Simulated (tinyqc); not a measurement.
Isochronal anneals: hydrogen passivation of interface dangling bonds: competing passivation and dissociation with distributed barriers. Computed by tinyqc, a small Python program. Command: `OMP_NUM_THREADS=1 python tinyqc.py 3030861 3030862 out.jsonl passiv walk`. One thread of a shared host (Intel(R) Xeon(R) Processor @ 2.30GHz), about 0.01 s of CPU time with the checks.

P_b + H2 gives P_bH + H at the rate k_f [H2]; P_bH gives P_b + H at the rate k_d. All defects start unpassivated. E_f and E_d are Gaussian and independent.

Inputs (values chosen for the exercise, close to those used for P_b centres at the silicon-oxide interface):
```
quantity,value,unit
passivation prefactor k_f0,2.9e-07,cm^3/s
mean passivation barrier E_f,1.57,eV
spread sigma_f,0.059,eV
dissociation prefactor k_d0,1.1e+12,1/s
mean dissociation barrier E_d,2.63,eV
spread sigma_d,0.049,eV
"H2 in the oxide per atm, solubility factor",3.8e+17,1/(cm^3 atm)
hydrogen pressure p,0.05,atm
anneal time t,1800,s
```

Constants: k_B = 8.617333262e-05 eV/K.

Method:
- [H2] = solubility factor x p; a = k_f0 [H2] exp(-E_f/(k_B T)), d = k_d0 exp(-E_d/(k_B T)). For one pair of barriers the active share is y = [d + a exp(-(a + d) t)]/(a + d).
- Temperatures in kelvin are T(C) + 273.15.
- Average y over both Gaussians with 40 x 40 Gauss-Hermite points.
- Minimise the averaged y over T between 150 and 900 C: find where ln y is equal at T - 0.05 and T + 0.05 C; T is rounded to 0.1 C.

best temperature = 461.4 C

Active share after the time t:
```
T (C),a (1/s),d (1/s),single barriers,distributed
200,1.0429e-07,1.0662e-16,9.9981e-01,9.9947e-01
250,4.1354e-06,5.0725e-14,9.9258e-01,9.8322e-01
300,8.6288e-05,8.2315e-12,8.5614e-01,7.8501e-01
350,1.1057e-03,5.9026e-10,1.3666e-01,2.2735e-01
400,9.7003e-03,2.2437e-08,2.3391e-06,7.9455e-03
450,6.3024e-02,5.1569e-07,8.1825e-06,3.4643e-05
500,3.2145e-01,7.9020e-06,2.4582e-05,4.7677e-05
600,4.7774e+00,7.2638e-04,1.5202e-04,2.5543e-04
700,4.0775e+01,2.6368e-02,6.4625e-04,9.8022e-04
800,2.3337e+02,4.9007e-01,2.0956e-03,2.9447e-03
```

The distributed share is least at 450 C among these rows, 3.5e-5, and the search puts the optimum at 461.4 C. On the cold side defects with high E_f survive; on the hot side dissociation, with the larger barrier, gains on passivation with an energy E_d - E_f = 1.06 eV. In that row single barriers give 8.2e-6, so the spread raises the floor. Caution: atomic hydrogen, which both passivates and depassivates, and further passivation during cooling are left out. Caution: shares below about 1e-3 in these rows are formal; measured passivation levels off well above them.

Extremes, crossings and ranges named in words are read from the listed rows.
